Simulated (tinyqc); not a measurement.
Classical Heisenberg spin chain: exact results, Metropolis, heat-bath and over-relaxation steps, and a Monte Carlo run: one step, computed by the program tinyqc.

E = -J sum_i s_i . s_(i+1) for unit vectors s_i on an open chain; K = J/(k_B T).

Task: Exact results. Each bond angle is independent, so u = <s_i . s_(i+1)> = coth K - 1/K, <s_i . s_(i+n)> = u^n, correlation length xi = -1/ln|u|, energy per bond -J u, heat capacity per bond c/k_B = 1 - K^2/sinh^2 K, and for the long chain chi = mu^2 (1 + u)/(3 k_B T (1 - u)) per spin.

Inputs (values chosen for the exercise, for a model chain of large moments): coupling J = 19 meV; temperature T = 309 K; moment mu = 6.3 mu_B.

Constants: k_B = 8.617333262e-05 eV/K; mu_B = 5.7883818060e-05 eV/T.

Give: K; u; xi; energy per bond; heat capacity; chi over the Curie value; chi.

Result:

K = 0.7135

u = 0.2301

xi = 0.6807 sites

energy per bond = -4.373 meV

heat capacity = 0.1537 k_B/bond

chi over the Curie value = 1.598

chi = 0.04596 mu_B/T per spin
